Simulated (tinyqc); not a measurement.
# Two-step dopant diffusion (predeposition and drive-in) with a constant diffusivity, step by step

A worked calculation. Computed by tinyqc, a small Python program that keeps every step. Command: `OMP_NUM_THREADS=1 python tinyqc.py 3023136 3023137 out.jsonl dopdiff walk`. One thread of a shared host (Intel(R) Xeon(R) Processor @ 2.30GHz), about 0.08 s of CPU time with the checks. Intermediate numbers are printed to about 5 digits and carried at full precision; extremes and crossings named in words are read from the listed rows.

Fick diffusion into a half space x > 0 whose background doping C_B is of the opposite type, so that a junction lies where C = C_B.

Inputs (values chosen for the exercise, modelled on arsenic in silicon):
```
quantity                         value        unit
prefactor D0                      8.44      cm^2/s
activation energy E               3.97          eV
surface concentration C_s      4.7e+19      1/cm^3
background doping C_B          6.2e+16      1/cm^3
predeposition temperature T1      1025           C
predeposition time t1               10         min
drive-in temperature T2           1050           C
drive-in time t2                   240         min
mean mobility in the layer mu      110  cm^2/(V s)
```

Furnace ramps of the drive-in: none.

Constants: k_B = 8.617333262e-05 eV/K; e = 1.602176634e-19 C.

## Diffusivities

D = D0 exp(-E/(k_B T)). Temperatures in kelvin are T(C) + 273.15. Times in seconds are 60 times the minutes.

D1 = 3.2636e-15 cm^2/s

D2 = 6.3814e-15 cm^2/s

product D1 t1 = 1.9582e-12 cm^2

## Thermal budget of the drive-in

(Dt)2 = D2 t2, t2 in seconds.

drive-in budget (Dt)2 = 9.1892e-11 cm^2

## Predeposition

C = C_s erfc(x/(2 sqrt(D1 t1))); dose Q = 2 C_s sqrt(D1 t1/pi); the junction solves erfc(z) = C_B/C_s with x_j = 2 z sqrt(D1 t1).

dose Q = 7.4213e+13 1/cm^2

z = 2.2711

junction depth after predeposition = 0.063561 um

## Drive-in as a Gaussian

With a sealed surface and a thin source, C = Q/sqrt(pi (Dt)2) exp(-x^2/(4 (Dt)2)); x_j = 2 sqrt((Dt)2 ln(C(0)/C_B)); gradient at the junction |dC/dx| = C_B x_j/(2 (Dt)2).

surface concentration C(0) (Gaussian) = 4.3678e+18 1/cm^3

junction depth x_j = 0.39547 um

gradient at the junction = 1.3341e+22 1/cm^4

The drive-in moves the junction from 0.0636 to 0.395 um and lowers the surface value by a factor 10.8. Caution: C_s exceeds the intrinsic carrier density of silicon at the predeposition temperature (2e18 to 1e19 per cm^3), where real diffusivities rise with concentration and profiles turn box-like.

## Sheet resistance

Net dose Q_net = Q erf(x_j/(2 sqrt((Dt)2))) - C_B x_j; R_s = 1/(e mu Q_net), with every dopant ionised and one mobility.

net dose = 7.1499e+13 1/cm^2

sheet resistance R_s (Gaussian) = 793.59 ohm/square

## Exact junction depth

Exact two-step profile: C = (2 C_s/pi) int_0^alpha exp(-beta (1 + u^2))/(1 + u^2) du with alpha = sqrt(D1 t1/(Dt)2), beta = x^2/(4 (D1 t1 + (Dt)2)). The integral takes 48 Gauss-Legendre points; solve C(x) = C_B.

exact junction depth = 0.39794 um

## Gaussian against the exact two-step profile

Gaussian: C = Q/sqrt(pi (Dt)2) exp(-x^2/(4 (Dt)2)). Depths are fractions of the Gaussian x_j.

Profiles:
```
x/x_j   x (um)  Gaussian (1/cm^3)  exact (1/cm^3)   ratio
0.0    0.00000         4.3678e+18      4.3372e+18  1.0071
0.2    0.07909         3.6843e+18      3.6671e+18  1.0047
0.4    0.15819         2.2111e+18      2.2166e+18  0.9975
0.6    0.23728         9.4413e+17      9.5780e+17  0.9857
0.8    0.31637         2.8683e+17      2.9589e+17  0.9694
1.0    0.39547         6.2000e+16      6.5352e+16  0.9487
1.2    0.47456         9.5351e+15      1.0320e+16  0.9239
```

With D1 t1/(Dt)2 = 0.021, the Gaussian is 0.71 % high at the surface and 5.1 % low at its own junction; the exact junction lies at 0.3979 um, 0.63 % deeper. The dose is the same, but the real source already has a width, which is negligible here.

Checks made by the program: exact profile against the direct convolution of the erfc with the Gaussian kernel (relative difference below 1e-10).
